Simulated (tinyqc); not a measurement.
# From one set of inputs to another, one input at a time

Model: low-temperature mobility of a two-dimensional electron gas with static screening. Computed by tinyqc, a small Python program. Command: `OMP_NUM_THREADS=1 python tinyqc.py 3029206 3029207 out.jsonl twodeg ladder`. One thread of a shared host (Intel(R) Xeon(R) Processor @ 2.30GHz), about 0.05 s of CPU time with the checks.

One subband is filled, the gas is degenerate and scatters at the Fermi circle; one permittivity serves on both sides of the interface. All formulas are in SI units, masses times m_0. Piezoelectric and polar phonons are left out, and n_s is taken as set by a gate, independent of N_i.

The inputs printed are set A. Set A is modelled on an InAs channel; the values taken over come from a set modelled on a silicon inversion layer. Inputs not listed in the table keep their values of set A, so the rows need not describe a real material.

Inputs (values chosen for the exercise, modelled on an InAs channel):

| quantity | value | unit |
|---|---|---|
| in-plane mass m | 0.0293 | m_0 |
| mass across the layer m_z | 0.0297 | m_0 |
| permittivity eps | 14.9 | - |
| valley degeneracy g_v | 1 | - |
| sheet density n_s | 4.1e+12 | 1/cm^2 |
| depletion charge N_d | 3.2e+10 | 1/cm^2 |
| roughness height Delta | 0.58 | nm |
| correlation length Lambda | 7.8 | nm |
| remote charge density N_i | 9.7e+10 | 1/cm^2 |
| distance d of the charges from the interface | 3.5 | nm |
| density rho | 5680 | kg/m^3 |
| sound velocity v_l | 4360 | m/s |
| deformation potential D_A | 6.5 | eV |
| temperature T | 40 | K |

Wave function: ideal sheet. Roughness spectrum: Gaussian.

Constants: m_0 = 9.1093837015e-31 kg; e = 1.602176634e-19 C; eps_0 = 8.8541878128e-12 F/m; hbar = 1.054571817e-34 J s; k_B = 1.380649e-23 J/K.

Method:
- k_F = sqrt(2 pi n_s/g_v); E_F = hbar^2 k_F^2/(2 m); q_TF = g_v m e^2/(2 pi eps eps_0 hbar^2); Fang-Howard parameter b = [12 m_z e^2 (N_d + 11 n_s/32)/(eps eps_0 hbar^2)]^(1/3), mean depth 3/b; effective field F = e (N_d + n_s/2)/(eps eps_0).
- Form factors of a sheet of zero thickness: G(q) = 1, P(q) = exp(-q d). Dielectric function eps(q) = 1 + q_TF G(q)/q, with q = 2 k_F sin(theta/2).
- Roughness: <|U|^2> = (e F)^2 S(q), S = pi Delta^2 Lambda^2 exp(-q^2 Lambda^2/4).
- 1/tau_t = (m/(pi hbar^3)) int_0^pi (1 - cos theta) <|U|^2>/eps(q)^2 dtheta; the quantum rate 1/tau_q drops the factor (1 - cos theta); 200 Gauss-Legendre points in s with theta = pi s^2, s from 0 to 1; mu = e tau_t/m.
- Remote charges: <|U|^2> = N_i [e^2 P(q)/(2 eps eps_0 q)]^2.
- Unscreened deformation potential in equipartition: 1/tau = m D_A^2 k_B T I/(rho v_l^2 hbar^3), I = int |psi|^4 dz = 3 b/16 for the Fang-Howard function (used for both wave-function options); mu = e tau/m. Bloch-Grueneisen temperature T_BG = 2 hbar v_l k_F/k_B.
- At the Fermi circle the rates add, so 1/mu is the sum; sheet resistance 1/(n_s e mu); mean free path hbar k_F mu/e; the quantum time adds the rates 1/tau_q, with the isotropic acoustic rate e/(m mu).

Each row keeps all changes above it:

| input moved | from | to | mobility mu (cm^2/(V s)) | remote-charge mobility (cm^2/(V s)) | Dingle ratio tau_t/tau_q |
|---|---|---|---|---|---|
| set A | - | - | 3.7002e+05 | 4.6505e+06 | 13.844 |
| temperature T (K) | 40 | 10 | 3.8848e+05 | 4.6505e+06 | 14.485 |
| correlation length Lambda (nm) | 7.8 | 9.1 | 4.8105e+05 | 4.6505e+06 | 18.430 |
| distance d of the charges from the interface (nm) | 3.5 | 2.2 | 4.2892e+05 | 2.1381e+06 | 17.557 |
| remote charge density N_i (1/cm^2) | 9.7e+10 | 4.9e+11 | 2.3661e+05 | 4.2325e+05 | 27.199 |
| sheet density n_s (1/cm^2) | 4.1e+12 | 1.5e+12 | 8.1199e+04 | 9.0987e+04 | 12.986 |
| permittivity eps | 14.9 | 11.8 | 5.7404e+04 | 6.4315e+04 | 10.882 |
| mass across the layer m_z (m_0) | 0.0297 | 0.881 | 5.7174e+04 | 6.4315e+04 | 10.842 |

Mobility mu goes from 370000 to 57200, a factor 0.155 in all. The largest single move comes from sheet density n_s (a factor 0.343), and correlation length Lambda works against it (a factor 1.24). Remote-charge mobility goes from 4.65e6 to 64300, a factor 0.0138 in all. The largest single move comes from remote charge density N_i (a factor 0.198). Dingle ratio tau_t/tau_q goes from 13.8 to 10.8, a factor 0.783 in all. The largest single move comes from sheet density n_s (a factor 0.477), and remote charge density N_i works against it (a factor 1.55). The single moves hold for this order of the switches; the total does not depend on the order.

Caution (all rows): E_F exceeds 100 meV in a band of small mass, where non-parabolicity and upper valleys, left out here, matter. Caution (all rows): E_F exceeds 1.1 (hbar^2 e^2 F^2/2 m_z)^(1/3), of the order of the first subband spacing (1.75 times that in a triangular well, less with self-consistent band bending), so a second subband may fill. Caution (rows set A): T is not well above T_BG, where phonon scattering freezes out faster than equipartition says; the acoustic mobility is a lower bound. Caution (rows temperature T, correlation length Lambda, distance d of the charges from the interface, remote charge density N_i, sheet density n_s, permittivity eps, mass across the layer m_z): T is below the Bloch-Grueneisen temperature T_BG, so equipartition fails: the acoustic mobility is only a lower bound and the acoustic share of 1/mu is overstated.

Extremes, crossings and ranges named in words are read from the listed rows.
